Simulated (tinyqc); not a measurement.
Two electrons on one impurity (helium-like model): sweeps and comparisons. A value that a table varies takes the place of the one given here.

Units Ha* = 2 Ry m/eps^2 and a* = a0 eps/m. One electron is bound by Z^2/2. Two electrons in the singlet built from exp(-a r) and exp(-b r): S = 8 (ab)^(3/2)/(a + b)^3, h_aa = a^2/2 - Z a, h_bb alike, h_ab = S (ab/2 - Z (a + b)/2), J = ab (a^2 + 3ab + b^2)/(a + b)^3, K = 20 (ab)^3/(a + b)^5, E = (h_aa + h_bb + 2 S h_ab + J + K)/(1 + S^2). For a = b this is a^2 - 2 Z a + 5a/8. Real double donors are deeper, since the central cell is left out.

Constants: e^2/(4 pi eps0) = 14.39964547 eV angstrom.

Parameters, chosen for this exercise (near those of impurities in GaAs; not measured data): m = 0.066 m0 (one mean mass); eps = 13 (dielectric constant); Zs = (0.99, 1.04, 1.25, 1.51, 1.96, 2.64, 3.35) (charges); a_lat = 5.653 angstrom (lattice constant); Eg = 1.511 eV (gap); ED = 6.2 meV (donor binding); EA = 26.9 meV (acceptor binding); W0 = 0.27 x 1e7/s (rate at zero distance); kind = same (sublattices of donor and acceptor); shells = (1549, 1963, 2426, 5026, 6524, 7071, 7242) (shell numbers).

## Effective charge

Ha* = 10.6269 meV

Binding of the first electron, of the second (-E - Z^2/2) with equal and with unequal orbitals, and U, the first less the second (unequal).

Results (meV):
```
Z     first  second, equal  second, unequal   a/b     U  U/(Z Ha*)
0.99    5.2          -0.33             0.11  3.79   5.1      0.485
1.04    5.7          -0.12             0.29  3.32   5.5      0.494
1.25    8.3           1.04             1.39  2.52   6.9      0.520
1.51   12.1           3.12             3.45  2.15   8.7      0.540
1.96   20.4           8.43             8.73  1.85  11.7      0.561
2.64   37.0          20.54            20.82  1.65  16.2      0.578
3.35   59.6          38.42            38.69  1.54  20.9      0.588
```

Equal orbitals bind a second electron only above Z = (5/16)/(1 - 1/sqrt2) = 1.067; unequal ones do so in 7 of the 7 rows. Their gain is 0.44 meV in the first row and 0.27 in the last, while the second binding grows to 39 meV, so the gain decides the matter only near Z = 1. U grows almost linearly with Z: U/(Z Ha*) goes from 0.485 to 0.588, towards 5/8, while the first binding grows as Z^2. Angular correlation is left out: at Z = 1 this function binds the second electron by 0.0133 Ha*, half the exact 0.0278.

## Pair lines (donor-acceptor pair recombination)

h nu = Eg - ED - EA + q/(eps R), q = e^2/(4 pi eps0); shell j lies at R = a_lat sqrt(j/2) for the same sublattice and a_lat sqrt(j/2 - 5/16) for opposite ones (on the same sublattice shells 14, 30, 46, 56, 62, ... are empty, where 2j has the form 4^a (8b + 7)); rate W = W0 exp(-2R/aD) with the donor radius aD = q/(2 eps ED). Polarisation and overlap terms, which matter for close pairs, are left out.

Energy, rate and lifetime for each shell.

Lines:
```
shell  R (angstrom)  Coulomb (meV)  h nu (eV)  step to the next shell (meV)  1/W (microsecond)
1549         157.32            7.0     1.4849                        0.0045               12.5
1963         177.10            6.3     1.4842                        0.0016               19.5
2426         196.88            5.6     1.4835                        0.0012               30.4
5026         283.38            3.9     1.4818                       0.00039                211
6524         322.86            3.4     1.4813                       0.00026                511
7071         336.13            3.3     1.4812                       0.00023                687
7242         340.17            3.3     1.4812                       0.00022                752
```

limit for distant pairs = 1.4779 eV
aD = 89.3 angstrom

The lines crowd together, on average as R^-3: the step falls from 0.0045 to 0.00022 meV, so distant pairs merge into a band. Close pairs emit higher and 60 times faster over this table, so the band shifts to lower energy with delay and to higher energy with stronger pumping. All these lines lie below Eg, and R/aD runs from 1.8 up.

Run: tinyqc, `OMP_NUM_THREADS=1 python tinyqc.py 1280881 1280882 out.jsonl`; Intel(R) Xeon(R) Processor @ 2.30GHz, one thread, shared host; about 0.02 s of CPU time with all checks.
